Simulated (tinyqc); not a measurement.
Transmission against field: band-to-band tunnelling across a p-n junction in a two-band chain.

Sites alternate A at -Eg/2 and C at +Eg/2 with hopping -t; near the edges, with k counted from the zone boundary pi/a, E^2 = (Eg/2)^2 + (t a k)^2, so t = sqrt(c Eg/m)/a gives the mass m, c = hbar^2/2m0. In the gap cosh(q a) = 1 + (Eg^2/4 - e^2)/(2 t^2), e the energy from the local mid-gap. The potential is V0 = Eg + ov on the p side (left), 0 on the n side, and falls linearly over the 2N sites of the junction, V_j = V0 (1 - j/(2N + 1)), j = 1 to 2N, site 1 being A. E = Eg/2 + x ov. A half chain that ends on a site of level e1 with neighbour e2 has g = (1 + z)/(E - e1), z = exp(-/+ i k a) the root with Im g < 0, cos(k a) = (E - e1)(E - e2)/(2 t^2) - 1. S_L = t^2 g (ending on C, shifted by V0), S_R = t^2 g (starting on A). T = 4 Im(S_L) Im(S_R) |G_(1,2N)|^2.

Constants: hbar^2/2m0 = 3.80998211 eV angstrom^2.

Inputs chosen for the exercise (gap and mass near those of InAs; not measured data):
- Eg = 0.354 eV (gap)
- m = 0.0239 m0 (mass of electron and light hole)
- a = 4 angstrom (period (two sites))
- ov = 0.41 eV (overlap: top of the valence band on the p side above the conduction edge on the n side)
- x = 0.3 (energy above the n-side conduction edge, as a share of ov)

N is varied at fixed V0 and E. WKB: exp(-2 I/F) with I = pi Eg^2/(8 t a), F = V0/((2N + 1) a/2); this is the Landau-Zener result for a uniform field.

Against N:

| N | F (MV/cm) | exponent | T, chain | T, WKB | ratio |
|---|---|---|---|---|---|
| 5 | 3.473 | 0.377 | 0.686 | 0.686 | 1.000 |
| 8 | 2.247 | 0.583 | 0.609 | 0.558 | 1.091 |
| 12 | 1.528 | 0.857 | 0.492 | 0.424 | 1.160 |
| 18 | 1.032 | 1.269 | 0.332 | 0.281 | 1.182 |
| 38 | 0.496 | 2.641 | 0.0797 | 0.0713 | 1.118 |
| 55 | 0.344 | 3.807 | 0.0244 | 0.0222 | 1.100 |
| 80 | 0.237 | 5.522 | 0.00395 | 0.00400 | 0.989 |

Give the missing row, N = 26, F (MV/cm) = 0.721.

Computed row:
```
N   F (MV/cm)  exponent  T, chain  T, WKB  ratio
26      0.721     1.818     0.187   0.162  1.154
```

T falls from 0.686 at 3.47 to 0.00395 at 0.24 MV/cm. ln T against 1/F has slope -1.366 MV/cm between the rows N = 38 and 80, against -2I = -1.310. The ratio to WKB stays between 0.99 (N = 80) and 1.18 (N = 18): the exponent decides, and the ratio holds the reflections where the field begins and ends and the lattice correction to q, which scales the exponent and so grows with N.

Run: tinyqc, `OMP_NUM_THREADS=1 python tinyqc.py 1452412 1452413 out.jsonl`; Intel(R) Xeon(R) Processor @ 2.30GHz, one thread, shared host; about 0.01 s of CPU time with all checks.
